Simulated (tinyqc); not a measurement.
# Worked calculation: p-n heterojunction, non-linear Poisson equation by Newton steps, Fermi-Dirac statistics

Numbers from tinyqc (`OMP_NUM_THREADS=1 python tinyqc.py 2040156 2040157 out.jsonl`; about 0.3 s on one thread of a shared Intel Xeon 2.30GHz). Printed values are rounded.

One dimension, material 1 (p-type) at x < 0 and material 2 (n-type) at x > 0. Band edges: Ec = -psi in material 1 and -psi + dEc in material 2, Ev = Ec - Eg. Flat quasi-Fermi levels: 0 for holes, +V for electrons. n = Nc F((EFn - Ec)/Vt), p = Nv F((Ev - EFp)/Vt), with F(eta) = F_1/2(eta) = (2/sqrt(pi)) int_0^infinity sqrt(u) du/(1 + exp(u - eta)) (Fermi-Dirac statistics); full ionisation, no interface charge, classical densities; the doping types are chosen for the exercise.

Inputs (values chosen for the exercise); band and dielectric values close to those of CdTe and CdS: temperature T = 350 K; band gap of material 1 Eg1 = 1.5 eV; relative permittivity of material 1 er1 = 10.2; conduction-band density of states of material 1 Nc1 = 1.02e18 cm^-3; valence-band density of states of material 1 Nv1 = 2.23e19 cm^-3; band gap of material 2 Eg2 = 2.43 eV; relative permittivity of material 2 er2 = 9.01; conduction-band density of states of material 2 Nc2 = 2.78e18 cm^-3; valence-band density of states of material 2 Nv2 = 2.31e19 cm^-3; conduction-band offset Ec2 - Ec1 dEc = -0.08 eV; acceptor density of material 1 N1 = 1e18 cm^-3; donor density of material 2 N2 = 1e16 cm^-3; bias of side 1 against side 2 V = -2 V.

Constants: q = 1.602176634e-19 C, kB = 1.380649e-23 J/K, Vt = kB T/q, eps0 = 8.8541878128e-14 F/cm where lengths are in cm. Results are converted to the units shown.

## Offsets and end potentials

dEv = Ev1 - Ev2 = Eg2 - Eg1 - dEc. Neutrality of the majority carriers far from the junction: Nv1 F((-psi_L - Eg1)/Vt) = N1 and Nc2 F((V + psi_R - dEc)/Vt) = N2. Total bending psi_R - psi_L.

dEv = 1.01 eV
psi_L = -1.40684 V
psi_R = 1.75031 V
psi_R - psi_L = 3.15715 V

The alignment is staggered (type II): dEc and dEv have opposite signs.

## Permittivity of the intervals

x, node 0 to 11 (nm): -40.4  -27  -16.6  -8.6  -2.4  2.4  13.2  37.4  91.8  214  489  1110

er1 or er2; the interface lies midway in its interval, which gets the series value 2 er1 er2/(er1 + er2).

eps_r, interval 0 to 10: 10.2  10.2  10.2  10.2  9.56814  9.01  9.01  9.01  9.01  9.01  9.01

## Couplings between neighbouring nodes

a_i = eps0 eps_r/h_i for the interval from node i to i + 1, with h_i = x_(i+1) - x_i in cm.

coupling a_i, interval 0 to 10 (F/cm^2): 6.73975e-7  8.68391e-7  1.12891e-6  1.45666e-6  1.76496e-6  7.38669e-7  3.29654e-7  1.46647e-7  6.52833e-8  2.90095e-8  1.28464e-8

## Starting potential

material, node 0 to 11: 1  1  1  1  1  2  2  2  2  2  2  2

A straight line in x from psi_L to psi_R.

psi at the start, node 0 to 11 (V): -1.40684  -1.37007  -1.34152  -1.31957  -1.30255  -1.28938  -1.25974  -1.19333  -1.04403  -0.70867  0.04604  1.75031

## Iteration 1: densities, residual and Jacobian diagonal

n_i = Nc F(a_n), a_n = (V - Ec_i)/Vt; p_i = Nv F(a_p), a_p = (Ec_i - Eg)/Vt; rho_i = p_i - n_i + C_i with C = -N1 or +N2; g_i = (Nc F'(a_n) + Nv F'(a_p))/Vt with F' = F_-1/2(eta) = (1/sqrt(pi)) int_0^infinity u^(-1/2) du/(1 + exp(u - eta)). Box widths w_i = (h_(i-1) + h_i)/2 in cm. Residual F_i = a_i (psi_(i+1) - psi_i) - a_(i-1) (psi_i - psi_(i-1)) + q rho_i w_i; Jacobian: a_(i-1) and a_i beside the diagonal, b_i = -a_(i-1) - a_i - q g_i w_i on it. The two end nodes are fixed.

```
node	n (cm^-3)	p (cm^-3)
0	8.95864e-32	1e18
1	3.03233e-31	2.98738e17
2	7.81193e-31	1.16296e17
3	1.61770e-30	5.62132e16
4	2.84385e-30	3.19887e16
5	1.70210e-28	61.3028
6	4.54751e-28	22.9452
7	4.11241e-27	2.53728
8	5.80561e-25	0.0179728
9	3.91638e-20	2.66428e-7
10	2.88532e-9	3.61636e-18
11	1e16	1.04211e-42
```

```
node	residual F (C/cm^2)	diagonal b (F/cm^2)
1	-1.33702e-7	-3.42192e-6
2	-1.30258e-7	-2.56461e-6
3	-1.07360e-7	-2.79739e-6
4	-8.68363e-8	-3.31503e-6
5	-1.06550e-10	-2.50363e-6
6	2.80381e-9	-1.06832e-6
7	6.29655e-9	-4.76301e-7
8	1.41472e-8	-2.11931e-7
9	3.18192e-8	-9.42929e-8
10	7.17775e-8	-4.18560e-8
```

## Iteration 1: Newton step

Solve the tridiagonal system a_(i-1) d_(i-1) + b_i d_i + a_i d_(i+1) = -F_i for nodes 1 to 10, with d = 0 on fixed nodes. If the largest |d| exceeds 4 Vt, the whole step is scaled down so that it equals 4 Vt.

Newton step d, before damping, node 1 to 10 (V): -0.08234  -0.17049  -0.20860  -0.19476  -0.14445  -0.02410  0.23709  0.78127  1.78698  2.95339
psi after iteration 1, node 0 to 11 (V): -1.40684  -1.37343  -1.34849  -1.32809  -1.31051  -1.29528  -1.26073  -1.18364  -1.01212  -0.63567  0.16668  1.75031

## Course of the Newton iteration

Stop when the largest undamped |d| is below 1e-9 V, or after 80 iterations.

Course of the iteration:
```
iteration	largest |F| (C/cm^2)	largest |d| (V)	at node
1	1.34e-7	2.95	10
2	1.28e-7	2.85	10
3	1.22e-7	2.74	10
4	1.17e-7	2.63	10
5	1.11e-7	2.52	10
6	1.05e-7	2.40	10
7	1.00e-7	2.29	10
8	9.46e-8	2.17	10
9	8.92e-8	2.05	10
10	8.38e-8	1.93	10
11	7.85e-8	1.81	10
12	7.31e-8	1.69	10
13	6.78e-8	1.55	10
14	6.24e-8	0.748	10
15	5.20e-8	0.223	9
16	2.11e-8	0.105	9
17	1.42e-9	4.88e-4	4
18	8.82e-12	3.27e-6	4
19	3.73e-16	1.41e-10	4
```

Converged in 19 iterations. Once the step is below 0.1 Vt, 2 more iteration(s) reach the threshold: near the solution the error is roughly squared each time.

## Band edges, densities and displacement

converged psi, node 0 to 11 (V): -1.40684  -1.40669  -1.40549  -1.39892  -1.37600  -1.32530  -1.20585  -0.94669  -0.40707  0.58841  1.73177  1.75031

Ec, Ev, n and p as defined; D = a_k (psi_(k+1) - psi_k) on the interval that holds the interface.

```
node	Ec (eV)	Ev (eV)	n (cm^-3)	p (cm^-3)
0	1.40684	-0.09316	8.95864e-32	1e18
1	1.40669	-0.09331	9.00381e-32	9.95061e17
2	1.40549	-0.09451	9.36989e-32	9.56764e17
3	1.39892	-0.10108	1.16503e-31	7.71747e17
4	1.37600	-0.12400	2.49071e-31	3.63329e17
5	1.24530	-1.18470	5.17341e-29	201.692
6	1.12585	-1.30415	2.71523e-27	3.84289
7	0.86669	-1.56331	1.46378e-23	7.12832e-4
8	0.32707	-2.10293	8.62511e-16	1.20976e-11
9	-0.66841	-3.09841	0.186179	5.60445e-26
10	-1.81177	-4.24177	5.41216e15	1.92662e-42
11	-1.83031	-4.26031	1e16	1.04211e-42
```

D = 89.4850 nC/cm^2

## Check against the first integral

Exact first integral: on each side D^2/(2 eps0 er) = G, G = q [Vt (nI_j - nI_b) + Vt (pI_j - pI_b) - C (psi_j - psi_b)], with C = -N1 or +N2, b the neutral end of that side, and nI, pI the densities with F_1/2 replaced by F_3/2(eta) = (4/(3 sqrt(pi))) int_0^infinity u^(3/2) du/(1 + exp(u - eta)). D is continuous, so er1 G1(psi_j) = er2 G2(psi_j) fixes psi_j. Ends from Nv1 F((-psi_L - Eg1)/Vt) = N1 and Nc2 F((V + psi_R - dEc)/Vt) = N2. D is counted positive when psi rises towards material 2.

psi_j = -1.35471 V
D = 88.6581 nC/cm^2
psi_j - psi_L = 0.0521268 V
psi_R - psi_j = 3.10502 V
Ec1 - EFn at the interface = 3.35471 eV
Ec2 - EFn at the interface = 3.27471 eV

Material 2 takes 98.3 % of the bending. The 12-node mesh gave D = 89.49 nC/cm^2, 0.93 % above the exact value in size.
